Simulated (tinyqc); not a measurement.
Hall effect and magnetoresistance of several carrier groups with constant relaxation times: one step, computed by the program tinyqc. Command: `OMP_NUM_THREADS=1 python tinyqc.py 3009914 3009915 out.jsonl hall2 walk`. One thread of a shared host (Intel(R) Xeon(R) Processor @ 2.30GHz), about 0.01 s of CPU time with the checks.

Group 1 has charge -e and group 2 charge +e; s_i is that sign. B lies along z; mu B is formed with mu in m^2/(V s).

Task: Limits of weak and strong field. Weak field: R_H(0) = sum s_i n_i mu_i^2/(e (sum n_i mu_i)^2); MR = c B^2 with c = n1 n2 mu1 mu2 (s1 mu1 - s2 mu2)^2/(n1 mu1 + n2 mu2)^2. With n1 = n2 and opposite charges R_H stays at R_H(0) and MR = mu1 mu2 B^2 at every field.

Inputs (values chosen for the exercise, for a model conductor): density n1 = 7.9e+17 1/cm^3; mobility mu1 = 13000 cm^2/(V s); density n2 = 7.9e+17 1/cm^3; mobility mu2 = 390 cm^2/(V s); magnetic field B = 9.2 T.

Carriers: compensated semimetal. Densities: per volume.

Constants: e = 1.602176634e-19 C.

Give: R_H at weak field; coefficient c.

Result:

R_H at weak field = -7.440 cm^3/C

coefficient c = 0.0507 1/T^2

Caution: mu B is well above 1, where Landau quantisation, left out here, shows at low temperature.
